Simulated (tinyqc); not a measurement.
Inside a calculation. Model: Berg model of reactive sputtering of a nitride or oxide: poisoning, hysteresis and pumping speed. Computed by tinyqc, a small Python program that keeps every step. Command: `OMP_NUM_THREADS=1 python tinyqc.py 3024736 3024737 out.jsonl berg walk`. One thread of a shared host (Intel(R) Xeon(R) Processor @ 2.30GHz), about 0.03 s of CPU time with the checks. Intermediate numbers are printed to about 5 digits and carried at full precision; extremes and crossings named in words are read from the listed rows.

A diatomic gas reacts with bare metal on the target and on the collecting surfaces; ions remove metal and compound from the target. theta_t and theta_c are the compound fractions.

Inputs (values chosen for the exercise, close to those used for silicon nitride): ion current density J = 57 mA/cm^2; target area A_t = 240 cm^2; collecting area A_c = 5900 cm^2; metal yield Y_m = 0.5; compound yield Y_c = 0.18; sticking coefficient alpha = 0.25; reactive atoms per metal atom z = 1.33; gas mass M = 28 u; pumping speed S = 780 l/s; gas temperature T = 300 K; reactive partial pressure P = 0.0027 Pa.

Constants: e = 1.602176634e-19 C; u = 1.6605390666e-27 kg; k_B = 1.380649e-23 J/K.

## Steady state at the pressure P

Ion flux j = J/e; gas flux F = P/sqrt(2 pi M k_B T). Target: (2/z) alpha F (1 - theta_t) = j Y_c theta_t. Sputtered flows F_c = j Y_c theta_t A_t, F_m = j Y_m (1 - theta_t) A_t. Collector: (2/z) alpha F (1 - theta_c) A_c + F_c (1 - theta_c) = F_m theta_c. Gas use Q = alpha F [(1 - theta_t) A_t + (1 - theta_c) A_c] + P S/(k_B T); 1 sccm = 4.4780e17 molecules/s. Rate R = F_m + F_c, given relative to j Y_m A_t.

ion flux j = 3.5577e+17 1/(cm^2 s)

gas flux F = 7.7619e+15 1/(cm^2 s)

theta_t = 0.043581

theta_c = 0.30461

gas use (sccm): target 0.995, collector 17.779, pump 1.135

total flow Q = 19.909 sccm

rate relative to clean metal = 0.97211

The target is mostly metallic. The film is 30.5 % compound.

## Critical pumping speed

P is a single-valued function of the flow Q only if dQ/dP > 0 everywhere: S must exceed k_B T times the steepest fall of the surface terms with P.

pressure of the steepest fall = 0.054973 Pa

critical pumping speed = 202.35 l/s

S is 3.85 times the critical value: no hysteresis.

## Flow curve at three pumping speeds

The formulas are those given above.

Pressure as the free variable:
```
P (Pa)  theta_t  theta_c  relative rate  Q at S_c/4 (sccm)  Q at S_c (sccm)  Q at 2 S_c (sccm)
0.0027  0.04358  0.30461        0.97211             18.847           19.068              19.36
0.0055  0.08494  0.48217        0.94564             29.057           29.507              30.11
0.0110  0.15658  0.66830        0.89979             38.424           39.324              40.52
0.0190  0.24280  0.79437        0.84461             43.055           44.610              46.68
0.0330  0.35771  0.88732        0.77107             44.276           46.977              50.58
0.0550  0.48139  0.94177        0.69191             42.813           47.313              53.31
0.0880  0.59761  0.97076        0.61753             40.406           47.607              57.21
0.1400  0.70262  0.98614        0.55032             38.225           49.680              64.95
0.2200  0.78781  0.99364        0.49580             37.234           55.235              79.24
0.4400  0.88132  0.99821        0.43596             39.590           75.593             123.60
```

At S_c/4 the flow falls with pressure in 4 of the intervals: as the target poisons, less metal arrives to getter the gas. At 2 S_c it rises throughout. Coverages and rate depend on P alone, not on S. The collector converts before the target (theta_c = 0.89 at theta_t = 0.36), since the metal is spread over a larger area and no ions clean it. The rate tends to Y_c/Y_m = 0.360.

Checks made by the program: gas taken up by surfaces against gas bound in the growing film (relative difference below 1e-10).
